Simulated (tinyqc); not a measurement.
Worked calculation: Hubbard chain of 6 sites. Computed by tinyqc, a small Python program that keeps every step. Settings: hopping = 1.09, U = 4.0, mixing = 1, iteration cap = 83. Command: `OMP_NUM_THREADS=1 python tinyqc.py 26248 26249 out.jsonl` (the two numbers bound the seeds that draw the settings). One thread of a shared host (Intel(R) Xeon(R) Processor @ 2.60GHz), about 0.2 s of CPU time with the checks.

one-body matrix (hopping and site energies) (eV):
```
           1          2          3          4          5          6
1  -0.630000  -1.090000   0.000000   0.000000   0.000000   0.000000
2  -1.090000   0.550000  -1.090000   0.000000   0.000000   0.000000
3   0.000000  -1.090000  -0.380000  -1.090000   0.000000   0.000000
4   0.000000   0.000000  -1.090000   0.030000  -1.090000   0.000000
5   0.000000   0.000000   0.000000  -1.090000   0.280000  -1.090000
6   0.000000   0.000000   0.000000   0.000000  -1.090000   0.270000
```

U = 4.000000 eV

electrons, up and down: 3  1

n(up) at the start (a guess, not normalised): 1 0.500000, 2 0.500000, 3 0.500000, 4 0.500000, 5 0.500000, 6 0.500000

n(down) at the start (a guess): 1 0.167000, 2 0.167000, 3 0.167000, 4 0.167000, 5 0.167000, 6 0.167000

Each step fills the lowest levels of T + U n(other spin) and sets n(new) = n + mixing (n(out) - n); stop when output and input agree to 1e-8.

Course of the cycle:
```
iteration       E (eV)  largest |n(out) - n(in)|  mean |n_up - n_down|
1          -3.84984702                  2.71e-01              0.333333
2          -3.97451273                  1.83e-01              0.333333
3          -3.98467020                  1.61e-01              0.333333
4          -3.94622741                  1.87e-01              0.349397
5          -3.91318806                  2.00e-01              0.352282
6          -3.83630306                  2.81e-01              0.378395
7          -3.81424031                  2.89e-01              0.366087
8          -3.73326813                  3.43e-01              0.393536
9          -3.73913738                  3.55e-01              0.369669
10         -3.65581440                  3.77e-01              0.396062
11         -3.67850706                  3.94e-01              0.366392
...                ...                       ...                   ...
73         -3.09526073                  5.48e-01              0.333333
74         -2.80441538                  5.48e-01              0.333333
75         -3.09526073                  5.48e-01              0.333333
76         -2.80441538                  5.48e-01              0.333333
77         -3.09526073                  5.48e-01              0.333333
78         -2.80441538                  5.48e-01              0.333333
79         -3.09526073                  5.48e-01              0.333333
80         -2.80441538                  5.48e-01              0.333333
81         -3.09526073                  5.48e-01              0.333333
82         -2.80441538                  5.48e-01              0.333333
83         -3.09526073                  5.48e-01              0.333333
```

Can the last value be used, and what does the course show?

Not by the stop rule. Not converged within 83 iterations: the residual has stopped falling: the iteration swings between two states. The lowest mean-field energy found from random starts is -4.16872 eV. Reruns (cap 100 unless said): mixing 0.2: not converged; mixing 0.5: converged in 81 (E = -4.16872); mixing 0.9: converged in 43 (E = -4.16872); the original settings with a cap of 400: not converged.
